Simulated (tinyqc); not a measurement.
# From [HF2] back to K2 = [HF2]/([HF][F])

Model: speciation in dilute and buffered hydrofluoric acid, oxide etch rate and bath loading. Computed by tinyqc, a small Python program. Command: `OMP_NUM_THREADS=1 python tinyqc.py 3120265 3120266 out.jsonl hfetch inv`. One thread of a shared host (Intel(R) Xeon(R) Processor @ 2.30GHz), about 0.01 s of CPU time with the checks.

Concentrations stand for activities, NH4+ and Cl- are spectators, and water ionisation is neglected. H, F and HF2 denote the ions H+, F- and HF2-. The base temperature is 298 K.

Inputs (values chosen for the exercise, of the order of those for thermal oxide at room temperature):
```
quantity,value,unit
HF added,0.16,mol/L
NH4F added,0,mol/L
HCl added,0.089,mol/L
K1 = [H][F]/[HF],0.000644,mol/L
K3 = [H2F2]/[HF]^2,2.83,L/mol
```

Method. Fluoride balance: [HF] + [F] + 2 [HF2] + 2 [H2F2] = HF added + NH4F added. Acid balance: [H] + [HF] + [HF2] + 2 [H2F2] = HF added + HCl added. For a trial [H], [HF] = [H][F]/K1, and the fluoride balance is a quadratic in [F]. The root is refined to 1e-13 in pH = -log10 [H].

Problem. A run gave the result below. Find the K2 = [HF2]/([HF][F]), known to lie between 3.2 and 5.2 L/mol.

[HF2] = 0.0002683587 mol/L

Solution.

Each step takes the trial c = (a f_b - b f_a)/(f_b - f_a), f being the result less the target and a, b, c the logarithms of the listed values; c replaces end b, the old b replaces a if the sign of f changed, and otherwise f_a is halved.

Scan of the range:
```
K2 = [HF2]/([HF][F]) (L/mol),[HF2] (mol/L)
3.20,2.33846e-04
3.47,2.53431e-04
3.76,2.74442e-04
4.08,2.97597e-04
4.42,3.22165e-04
4.80,3.49581e-04
5.20,3.78393e-04
```

False position (Illinois rule, in the logarithm of the input) inside the bracket:
```
step,end a,end b,trial,[HF2] (mol/L)
1,3.47000,3.76000,3.67363,2.68187e-04
2,3.76000,3.67363,3.67597,2.68357e-04
3,3.76000,3.67597,3.67603,2.68361e-04
4,3.67597,3.67603,3.67600,2.68359e-04
```

[HF2] rises at every point of a 13-point scan of the range (every second point is shown), so one value fits; it is bracketed by 3.47 and 3.76. Answer: K2 = [HF2]/([HF][F]) = 3.676 L/mol.
